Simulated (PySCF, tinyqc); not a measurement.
Inside a calculation. Method: CISD on RHF in the sto-6g basis, for H4, spin multiplicity 1. The lowest restricted solution is unstable here: a spin-polarised one lies 0.0218 hartree lower (PySCF). One step of it, computed by the program tinyqc.

Question. CISD: roots. Diagonalise (each vector has its largest component positive (the first on a tie)); all determinants have Ms = 0, so triplets appear too. The lowest singlet root is the correlation energy. The Davidson correction is (1 - c0^2) E_corr, c0 the coefficient of the reference.

Occupation strings over the orbitals (2 doubly, a alpha, b beta, 0 empty; spin orbitals ordered 1a 1b 2a 2b ...): 2200 aabb 2020 abab 2002 abba baab 0220 baba 0202 bbaa

H - E(HF) between determinants (hartree), lower triangle:
```
,2200,aabb,2020,abab,2002,abba,baab,0220,baba,0202,bbaa
2200,0.000000
aabb,-0.052034,1.377044
2020,0.074381,0.075035,0.271540
abab,-0.075035,-0.074381,0.066329,1.408534
2002,0.139232,-0.127069,0.154999,0.141364,1.701555
abba,0.127069,-0.139232,-0.141364,-0.154999,-0.014295,1.528272
baab,0.127069,-0.130661,-0.141364,-0.146385,-0.014295,0.000000,1.528272
0220,0.130661,-0.127069,0.146385,0.141364,0.000000,-0.014295,-0.014295,1.364278
baba,-0.075035,-0.075775,0.066329,0.000000,0.141364,-0.146385,-0.154999,0.141364,1.408534
0202,0.075775,0.075035,0.000000,0.066329,0.146385,-0.141364,-0.141364,0.154999,0.066329,2.638012
bbaa,-0.052034,0.000000,0.075035,-0.075775,-0.127069,-0.130661,-0.139232,-0.127069,-0.074381,0.075035,1.377044
```

Give: lowest roots of this matrix, relative to E(HF); lowest vectors; <S^2> of these roots; weight of the ground state by excitation level 0, 1, 2, ...; Davidson correction.

Answer.

lowest roots of this matrix, relative to E(HF) (hartree): -0.0751  0.2140  0.9570  1.1516  1.3765  1.4079  1.5294  1.5344

lowest vectors:
```
,root 1,root 2,root 3,root 4
2200,0.9501,0.2489,0.0000,0.1247
aabb,0.0284,-0.0681,0.4082,0.3208
2020,-0.2563,0.9354,0.0000,0.1779
abab,0.0578,0.0052,0.4082,-0.3170
2002,-0.0559,-0.1344,0.0000,0.2580
abba,-0.0862,0.0629,0.4082,-0.0038
baab,-0.0862,0.0629,0.4082,-0.0038
0220,-0.0647,-0.1651,0.0000,0.6839
baba,0.0578,0.0052,0.4082,-0.3170
0202,-0.0332,0.0222,0.0000,-0.1079
bbaa,0.0284,-0.0681,0.4082,0.3208
```

<S^2> of these roots: 0.0000  0.0000  6.0000  0.0000  2.0000  2.0000  2.0000  0.0000

weight of the ground state by excitation level 0, 1, 2, ...: 0.9027  0.0000  0.0973

Davidson correction = -0.007309 hartree
